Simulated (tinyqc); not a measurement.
# Short-channel transistor, virtual-source model with series resistance: what changes with what

The current per gate width is the charge at the top of the source barrier (the virtual source) times its velocity times a saturation function; al and be are fitting constants of the model. Units: I in uA/um, Rs in ohm um, so I Rs = 1e-6 I Rs in volts; Q in uC/cm^2, so I = 1e-4 Q vx0 Fsat with vx0 in cm/s.

Parameters, values chosen for the exercise:
- T = 300 K (temperature)
- Cinv = 2.84 uF/cm^2 (inversion capacitance)
- vx0 = 1.98e7 cm/s (velocity at the virtual source)
- mu = 170 cm^2/(V s) (apparent mobility)
- L = 20 nm (channel length)
- VT0 = 0.362 V (threshold at zero drain voltage)
- dl = 0.156 V/V (drain-induced barrier lowering)
- n0 = 1.28 (subthreshold factor)
- nd = 0 1/V (growth of n with drain voltage)
- al = 3.5 (threshold shift (in units of Vt) from weak to strong inversion)
- be = 1.8 (sharpness of saturation)
- Rs = 150 ohm um (series resistance of each contact)

Constants: q = 1.602176634e-19 C, kB = 1.380649e-23 J/K, Vt = kB T/q. Results are converted to the units shown.

Each table varies one quantity; the others keep the values above.

## Supply voltage at a fixed off current

Intrinsic voltages Vg' = Vgs - I Rs, Vd' = Vds - 2 I Rs. n = n0 + nd Vd', VT = VT0 - dl Vd', Ff = 1/(1 + exp((Vg' - VT + al Vt/2)/(al Vt))), Q = Cinv n Vt ln(1 + exp((Vg' - VT + al Vt Ff)/(n Vt))), Vdsat = (vx0 L/mu)(1 - Ff) + Vt Ff, Fsat = u/(1 + u^be)^(1/be) with u = Vd'/Vdsat, and I = Q vx0 Fsat per width. I is solved self-consistently. For each supply Vdd, VT0 is set so that I(Vgs = 0, Vds = Vdd) = 10 nA/um; Ion = I(Vdd, Vdd); C = Cinv L + 0.53 fF/um of parasitic capacitance; delay C Vdd/Ion, energy C Vdd^2.

Result of one run:
```
Vdd (V)	VT0 (V)	Ion (uA/um)	delay (ps)	energy (fJ/um)
0.6	0.50782	517.68	1.2726	0.39528
```

What becomes of these results when the supply voltage Vdd is changed from 0.6 to 0.8 V, all else the same?

Result of the changed run:
```
Vdd (V)	VT0 (V)	Ion (uA/um)	delay (ps)	energy (fJ/um)
0.8	0.53905	990.69	0.88665	0.70272
```

The whole series:
```
Vdd (V)	VT0 (V)	Ion (uA/um)	delay (ps)	energy (fJ/um)
0.4	0.47653	129.68	3.3869	0.17568
0.5	0.49218	304.82	1.8011	0.27450
0.6	0.50782	517.68	1.2726	0.39528
0.7	0.52344	748.91	1.0263	0.53802
0.8	0.53905	990.69	0.88665	0.70272
0.9	0.55466	1239.3	0.79741	0.88938
1	0.57026	1492.4	0.73574	1.0980
1.1	0.58587	1748.6	0.69072	1.3286
```

The VT0 needed rises from 0.477 to 0.586 V and Ion rises from 130 to 1750 uA/um. The delay falls from 3.39 to 0.691 ps, while the energy grows as Vdd^2. Going from 0.4 to 0.5 V changes the delay by -47 %, going from 1 to 1.1 V by -6.1 %.

## Effect of the series resistance of each contact on the on and off currents

Same model as above.

Ion is I at Vgs = Vds = 0.75 V, Ioff at Vgs = 0, Vds = 0.75 V, and Rlin = Vds/I at Vgs = 0.75 V, Vds = 0.05 V.

Results:
```
Rs (ohm um)	Ion (uA/um)	Ioff (nA/um)	log10(Ion/Ioff)	Rlin (ohm um)
0	2665.6	1321.1	3.3049	107.38
25	2235.9	1319.5	3.2290	158.33
100	1505.2	1314.9	3.0587	309.98
150	1236.6	1311.8	2.9744	410.53
200	1050.2	1308.7	2.9044	510.90
300	808.44	1302.7	2.7928	711.36
400	658.29	1296.7	2.7056	911.63
```

Estimate the missing row, Rs = 50 ohm um.

Computed row:
```
Rs (ohm um)	Ion (uA/um)	Ioff (nA/um)	log10(Ion/Ioff)	Rlin (ohm um)
50	1924.5	1318.0	3.1644	209.05
```

With this row back in the table: As Rs goes from 0 to 400 ohm um, Ion falls from 2670 to 658 uA/um, Ioff falls from 1320 to 1300 nA/um and Rlin rises from 107 to 912 ohm um. Ion changes by a factor of 0.247 and Ioff by 0.982. In every row the off current passes 1 uA/um, so the device is hardly off at Vgs = 0.

Numbers from tinyqc (`OMP_NUM_THREADS=1 python tinyqc.py 2380153 2380154 out.jsonl`; about 0.02 s on one thread of a shared Intel Xeon 2.30GHz).
